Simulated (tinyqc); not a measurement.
Inside a calculation: band gaps under pressure and temperature from deformation potentials. Values are carried at full precision from step to step, so a last printed digit may differ when a step is redone from the rounded ones.

Murnaghan: V/V0 = (1 + Bp P/B0)^(-1/Bp), B0 = (C11 + 2 C12)/3. Each gap moves by a ln(V/V0) with its volume potential a, and falls with temperature by aV T^2/(T + bV) (Varshni); the two effects are added. No change of phase is considered.

Inputs chosen for the exercise (near those of GaSb, the X and L potentials typical of such crystals; shifted at random, so the results belong to these values and not to a real crystal): C11 = 90.2 GPa; C12 = 40.2 GPa; Bp = 4.22 (pressure derivative of the bulk modulus); P = 0.5 GPa (pressure); Eg = 0.797 eV (gap at Gamma to the s-like level at 0 K, 0 GPa); EgX = 1.119 eV (gap to X at 0 K, 0 GPa); EgL = 0.874 eV (gap to L at 0 K, 0 GPa); aG = -8.23 eV (volume potential of the Gamma gap); aX = 1.48 eV (volume potential of the X gap); aL = -4.04 eV (volume potential of the L gap); aV = (0.432, 0.465, 0.623) meV/K (Varshni alpha of Gamma, X, L); bV = (146, 98, 131) K (Varshni beta of Gamma, X, L); T = 500 K (temperature); aT = 6.5 1e-6/K (linear thermal expansion near 300 K).

## Volume under pressure

Give B0, V/V0, ln(V/V0), the change of the lattice constant and the linear estimate -P/B0.

B0 = 56.87 GPa
V/V0 = 0.99140
ln(V/V0) = -0.00863
change of a = -0.287 %
-P/B0 = -0.00879

The stiffening under pressure makes the compression 1.8 % smaller than the linear estimate.

## Gaps at P and T

Give both shifts and the gaps.

pressure shifts (eV): Gamma 0.0711, X -0.0128, L 0.0349

temperature shifts (eV): Gamma -0.1672, X -0.1944, L -0.2468

gaps (eV): Gamma 0.7009, X 0.9118, L 0.6620

The lowest valley is L (indirect gap), 39 meV below Gamma; at 0 K and 0 GPa it is Gamma.

## Pressure coefficients

Expand in P: E = E0 + c1 P + c2 P^2 with c1 = -a/B0 and c2 = a Bp/(2 B0^2).

c1 (meV/GPa): Gamma 144.72, X -26.03, L 71.04

c2 (meV/GPa^2): Gamma -5.370, X 0.966, L -2.636

Gamma and L rise under pressure and X falls, as the signs of the volume potentials say.

## Pressures at which the valleys cross

Two gaps meet at ln(V/V0) = -(E_i - E_j)/(a_i - a_j), with the gaps at T and P = 0; then P = (B0/Bp)(exp(-Bp ln(V/V0)) - 1). A dash marks expansion or a compression beyond ln(V/V0) = -0.3.

Crossings:

| pair | E_i - E_j (eV) | ln(V/V0) | P (GPa) |
|---|---|---|---|
| Gamma-X | -0.2948 | -0.0304 | 1.84 |
| Gamma-L | 0.0026 | 0.0006 | - |
| L-X | -0.2974 | -0.0539 | 3.44 |

The lowest valley changes at 3.44 GPa (L to X).

## How much of dE/dT is thermal expansion

At 300 K: dE/dT = -aV T (T + 2 bV)/(T + bV)^2; expansion alone gives 3 aT a; the rest is electron-phonon coupling.

dE/dT (meV/K): Gamma -0.3857, X -0.4368, L -0.5654

from expansion (meV/K): Gamma -0.1605, X 0.0289, L -0.0788

remainder (meV/K): Gamma -0.2252, X -0.4657, L -0.4867

Expansion supplies 42 % of the slope at Gamma and 14 % at L; at X it works against the fall.

## Checks

- Slope of the Gamma gap at P = 0 by finite differences against c1 (meV/GPa): both 144.72.

tinyqc: `OMP_NUM_THREADS=1 python tinyqc.py 1051329 1051330 out.jsonl`; about 0.01 s, one thread, shared Intel(R) Xeon(R) Processor @ 2.30GHz.
